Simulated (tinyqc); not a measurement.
Buckled dimers of a reconstructed (001) surface, two dangling bonds a dimer: one step. The bands on the mesh. Three cases, with inputs chosen for the exercise.

Task: Both levels at each k_j for the trial z, and W(z).

In a dimer one atom moves up by z and the other down by z; the dangling bond of the up atom (more s-like) falls by gm z and that of the down atom rises by gm z. With all dimers tilted alike: H(k) = [[-gm z - 2 ta cos k, -tp - 2 tx cos k], [., gm z - 2 ta cos k]], k along the row in 1/a. Two electrons a dimer fill the lowest N of the 2N levels on the mesh k_j = (j + 1/2) pi/N. Total energy a dimer: W(z) = (2/N) sum of the filled levels + kf z^2. Repulsion between electrons is left out.

Give: a table of j, k (pi/a), lower, upper; band energy; elastic energy; W.

Case 1.

Values chosen (of the size met on Si(001); not measured data): tp = 0.33 eV (pi coupling inside a dimer); ta = 0.13 eV (coupling between like atoms along the row); tx = 0.07 eV (diagonal coupling along the row); gm = 1.7 eV/angstrom (shift of a dangling bond with height); kf = 5.1 eV/angstrom^2 (force constant of buckling); z = 0.33 angstrom (a trial buckling); N = 12 (k points).

Result:

Levels (eV):
```
j   k (pi/a)    lower   upper
0     0.0417  -0.9889  0.4733
1     0.1250  -0.9653  0.4849
2     0.2083  -0.9199  0.5074
3     0.2917  -0.8562  0.5397
4     0.3750  -0.7791  0.5801
5     0.4583  -0.6943  0.6264
6     0.5417  -0.6079  0.6757
7     0.6250  -0.5259  0.7249
8     0.7083  -0.4538  0.7704
9     0.7917  -0.3959  0.8085
10    0.8750  -0.3556  0.8360
11    0.9583  -0.3349  0.8505
```

band energy = -1.3129 eV
elastic energy = 0.5554 eV
W = -0.7575 eV

Case 2.

Values chosen (of the size met on diamond (001); not measured data): tp = 1.04 eV (pi coupling inside a dimer); ta = 0.21 eV (coupling between like atoms along the row); tx = 0.05 eV (diagonal coupling along the row); gm = 1.9 eV/angstrom (shift of a dangling bond with height); kf = 4.8 eV/angstrom^2 (force constant of buckling); z = 0.19 angstrom (a trial buckling); N = 12 (k points).

Result:

Levels (eV):
```
j   k (pi/a)    lower   upper
0     0.0417  -1.6114  0.7786
1     0.1250  -1.5766  0.8005
2     0.2083  -1.5093  0.8429
3     0.2917  -1.4142  0.9029
4     0.3750  -1.2978  0.9764
5     0.4583  -1.1680  1.0584
6     0.5417  -1.0337  1.1434
7     0.6250  -0.9041  1.2255
8     0.7083  -0.7879  1.2992
9     0.7917  -0.6930  1.3595
10    0.8750  -0.6260  1.4021
11    0.9583  -0.5913  1.4241
```

band energy = -2.2022 eV
elastic energy = 0.1733 eV
W = -2.0290 eV

Case 3.

Values chosen (of the size met on Si(001); not measured data): tp = 0.25 eV (pi coupling inside a dimer); ta = 0.21 eV (coupling between like atoms along the row); tx = 0.07 eV (diagonal coupling along the row); gm = 1.67 eV/angstrom (shift of a dangling bond with height); kf = 4.7 eV/angstrom^2 (force constant of buckling); z = 0.2 angstrom (a trial buckling); N = 8 (k points).

Result:

Levels (eV):
```
j  k (pi/a)    lower   upper
0    0.0625  -0.9234  0.0995
1    0.1875  -0.8450  0.1466
2    0.3125  -0.7013  0.2346
3    0.4375  -0.5161  0.3522
4    0.5625  -0.3195  0.4834
5    0.6875  -0.1424  0.6091
6    0.8125  -0.0105  0.7089
7    0.9375   0.0594  0.7644
```

band energy = -0.8497 eV
elastic energy = 0.1880 eV
W = -0.6617 eV

The lower band is full and the upper empty.

Computed by tinyqc, one run a case: `OMP_NUM_THREADS=1 python tinyqc.py N N+1 out.jsonl` with N = 1481746, 1482032, 1482111; one thread of a shared Intel(R) Xeon(R) Processor @ 2.30GHz, about 0.06 s a run at most.
